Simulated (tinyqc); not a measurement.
Domain walls in a thin film with perpendicular anisotropy: Bloch, Neel and chiral walls, motion and stripe domains: one step, computed by the program tinyqc.

One-dimensional wall: polar angle theta(x), azimuth phi of the moment in the wall (phi = 0 Neel, 90 degrees Bloch). mu_0 = 1.25663706212e-6 T m/A, gamma = 1.76085963023e11 rad/(s T).

Question. Velocity under current. Spin-orbit drive: B_SL = hbar theta_SH J/(2 e M_s t) acts as the field (pi/2) B_SL cos(phi). Steady state: v = (gamma Delta/alpha)(pi/2) B_SL cos(phi) = gamma Delta [B_D sin(phi) - (B_K/2) sin(2 phi)], B_K = 2 K_D/M_s, B_D = pi D/(2 M_s Delta); the root with phi between its rest value and 90 degrees; v saturates at v_D = gamma Delta B_D.

Inputs (values chosen for the exercise, for a model film):

| quantity | value | unit |
|---|---|---|
| saturation magnetisation M_s | 1370 | kA/m |
| DMI constant D | 0.53 | mJ/m^2 |
| thickness t | 2.1 | nm |
| damping alpha | 0.024 | - |
| current density J | 3 | 1e12 A/m^2 |
| spin Hall angle theta_SH | 0.33 | - |

Drive: spin-orbit torque.

K_D = 72.34377 kJ/m^3

width parameter Delta = 7.552918 nm

azimuth phi = 40.37548 degrees

Constants: hbar = 1.054571817e-34 J s; e = 1.602176634e-19 C.

Give: B_SL; azimuth in motion; velocity; saturation velocity v_D.

Answer.

B_SL = 113.2 mT

azimuth in motion = 89.39 degrees

velocity = 105.5 m/s

saturation velocity v_D = 107.0 m/s

v is 99 % of v_D: the wall has turned towards Bloch, where the torque loses its grip. Caution: pinning, heating and tilting of the wall are left out.
